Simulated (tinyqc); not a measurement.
# Gate voltage for a wanted density

Question. A HEMT has a barrier of thickness d, permittivity eb and off voltage Voff; energies are counted from the channel band edge at the interface. F = q (eta ns + Nb)/(eps0 ec) in eV/nm; E_k = a_k (C F^2/me)^(1/3), a_0 = 2.338107, a_1 = 4.087949, C = hbar^2/(2 m0); D = me m0 q/(pi hbar^2); ns = D Vt [ln(1 + exp((EF - E_0)/Vt)) + ln(1 + exp((EF - E_1)/Vt))], which gives EF = E_0 + Vt ln{2 s/[(1 + u) + sqrt((1 + u)^2 + 4 u s)]} with s = exp(ns/(D Vt)) - 1, u = exp((E_0 - E_1)/Vt). Charge control: ns + Nb = eps0 eb (Vg - Voff - EF)/(q d). Find E_0, E_1, EF and the Vg that gives this ns.

Parameters, values chosen for the exercise; material values close to those of InGaP on GaAs:
```
symbol   value   unit                                         meaning
T          300      K                                     temperature
d           18     nm          barrier thickness from gate to channel
me      0.0668     m0                    electron mass in the channel
ec        12.6                   relative permittivity of the channel
eta     0.6875         share of ns that counts in the confining field
Nb           0  cm^-2                  depletion charge of the buffer
```

Constants: q = 1.602176634e-19 C, kB = 1.380649e-23 J/K, hbar = 1.054571817e-34 J s, m0 = 9.1093837015e-31 kg, Vt = kB T/q, eps0 = 8.8541878128e-14 F/cm where lengths are in cm, hbar^2/(2 m0) = 0.0380998212 eV nm^2. Results are converted to the units shown.

ns = 7.5e11 cm^-2
eb = 11.6
Voff = -0.25632660 V

Answer. In this direction nothing needs iterating: ns fixes the field, the levels and EF, and the charge-control relation gives Vg.

E_0 = 0.07367 eV
E_1 = 0.1288 eV
EF = 0.08274 eV
Vg = 0.03701 V

tinyqc, about 0.01 s, one thread, Intel Xeon 2.30GHz (shared host): `OMP_NUM_THREADS=1 python tinyqc.py 2180013 2180014 out.jsonl`
